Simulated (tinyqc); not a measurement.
# Partial widths from the peak

Inverse problem. A Breit-Wigner resonance has total width G = GL + GR and peak transmission Tp = 4 GL GR/G^2. GR is known to be the larger. Find GL, GR and the lifetime hbar/G.

Constants: q = 1.602176634e-19 C, hbar = 1.054571817e-34 J s. Results are converted to the units shown.

G = 2.9276070 meV
Tp = 0.89898837

Solution. GL and GR have the sum G and the product Tp G^2/4, so they are (G/2)(1 +/- sqrt(1 - Tp)).

GL = 0.999 meV
GR = 1.93 meV
lifetime = 225 fs

Numbers from tinyqc (`OMP_NUM_THREADS=1 python tinyqc.py 2600040 2600041 out.jsonl`; about 0.07 s on one thread of a shared Intel Xeon 2.30GHz).
